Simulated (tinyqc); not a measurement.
Inside a calculation. Model: Rutherford backscattering from a thin compound film on silicon: kinematics, yields, composition and thickness. Computed by tinyqc, a small Python program that keeps every step. Command: `OMP_NUM_THREADS=1 python tinyqc.py 3005423 3005424 out.jsonl rbs walk`. One thread of a shared host (Intel(R) Xeon(R) Processor @ 2.30GHz), about 0.01 s of CPU time with the checks. Intermediate numbers are printed to about 7 digits and carried at full precision; extremes and crossings named in words are read from the listed rows.

Singly charged helium ions (Z1 = 2, M1 = 4.0026 u) enter at the tilt angle a1 to the normal and leave at a2 = |180 - theta - tilt| in the same plane. The film is A B_x.

Inputs (values chosen for the exercise, modelled on a helium beam on HfO2):
```
quantity                                value           unit
beam energy E0                            1.9            MeV
scattering angle theta                    160        degrees
tilt of the sample                         30        degrees
heavy element: Z_A                         72              -
heavy element: mass M_A                 178.5              u
heavy element: stopping eps_A at 2 MeV    117  1e-15 eV cm^2
light element: Z_B                          8              -
light element: mass M_B                    16              u
light element: stopping eps_B at 2 MeV   34.7  1e-15 eV cm^2
atoms of B per atom of A, x              2.29              -
atomic density of the film               81.8         1/nm^3
film thickness d                           25             nm
collected charge                          7.3   microcoulomb
detector solid angle                      4.3            msr
detector resolution (FWHM)                 17            keV
```

Constants: e^2/(4 pi eps_0) = 14.39964548 eV angstrom; e = 1.602176634e-19 C.

## Kinematics

Kinematic factor K = [(sqrt(M^2 - M1^2 sin^2 theta) + M1 cos theta)/(M + M1)]^2. Surface edges lie at K E0; substrate silicon has M = 28.09 u. Mass resolution at M_A = resolution/(E0 dK/dM).

kinematic factors: A 0.9166730, B 0.3707915, Si 0.5731108

surface edges (keV): A 1741.679, B 704.504, Si 1088.911

mass resolution at M_A = 20.01832 u

K flattens for heavy targets, so masses within 20.0 u of A cannot be told apart.

## Peak widths (surface approximation)

Stopping per atom eps(E) = eps(2 MeV) (E/2 MeV)^(-0.4) (a law chosen for the exercise); Bragg rule eps_film = (eps_A + x eps_B)/(1 + x); areal density N d, with 1/nm^2 = 0.1 x 1e15/cm^2. Width of the signal of element i: [K_i eps(E0)/cos a1 + eps(K_i E0)/cos a2] N d; depth resolution = resolution x d/width of A; energy lost on the way in = eps(E0) N d/cos a1.

areal density N d = 204.5 1e15 atoms/cm^2

film stopping at E0 = 60.95305 1e-15 eV cm^2

widths (keV): A 26.29932, B 24.15974

depth resolution = 16.16012 nm

energy lost on the way in = 14.39322 keV

The signal of A spans 1.5 resolution widths, so its width measures the thickness. Caution: the ions scattered from B leave near or below the stopping maximum (some 0.6 to 0.8 MeV), where the power law chosen here overstates the stopping and the width of B.

## Yields

Rutherford cross section in the laboratory frame: sigma = (Z1 Z e^2/(4 pi eps_0 4E))^2 (4/sin^4 theta) (r + cos theta)^2/r, r = sqrt(1 - (M1 sin theta/M)^2), times the screening factor 1 - 0.049 Z1 Z^(4/3)/E (E in keV); 1 angstrom^2 = 1e8 barn. Counts = (charge/e) x solid angle x sigma(E_mean) x areal density of the element/cos a1, E_mean = E0 - half the energy lost on the way in; 1 barn = 1e-24 cm^2. The ratio of areas returns x = (Y_B/Y_A)(sigma_A/sigma_B), with the counting error sqrt(1/Y_A + 1/Y_B).

cross sections (barn/sr): A 7.843193, B 0.087087

counts: A 110291.1, B 2804.4

ratio of areas Y_B/Y_A = 0.02542704

counting error of x without background = 1.912204 %

The cross sections differ by 90.1, near (Z_A/Z_B)^2 = 81.0. The signal of B lies below the silicon edge, on the substrate background, so its real error is larger unless the substrate is channelled.

## Surface approximation against the full path

Surface approximation as above. Full path: dE/ds = -eps(E) integrates to E^1.4 = E(start)^1.4 - 1.4 eps(2 MeV) 2000^0.4 s (keV), applied in (s = N d/cos a1), then K, then out (s = N d/cos a2); width = K E0 - exit energy. The last column is the error in thickness if the full width is read with the surface formula.

Widths (keV):
```
d (nm)  A, surface   A, full   B, full  error (%)
5           5.2599    5.2630    4.8386   0.060510
10         10.5197   10.5325    9.6906   0.121240
20         21.0395   21.0907   19.4356   0.243368
50         52.5986   52.9222   49.0112   0.615216
100       105.1973  106.5165   99.5359   1.254017
150       157.7959  160.8229  151.8104   1.918292
200       210.3945  215.8862  206.1460   2.610173
300       315.5918  328.4893  322.8907   4.086770
```

The error grows roughly in proportion to thickness, from 0.06 % to 4.1 %, because the ion slows and the stopping rises along the path. The signals of A and B would overlap once the width of A exceeds the gap between the edges, 1037 keV. Ions from B leave the thickest film below about 0.6 MeV, where the power law overstates the stopping.

Checks made by the program: kinematic factor against energy and momentum conservation (relative difference below 1e-10).
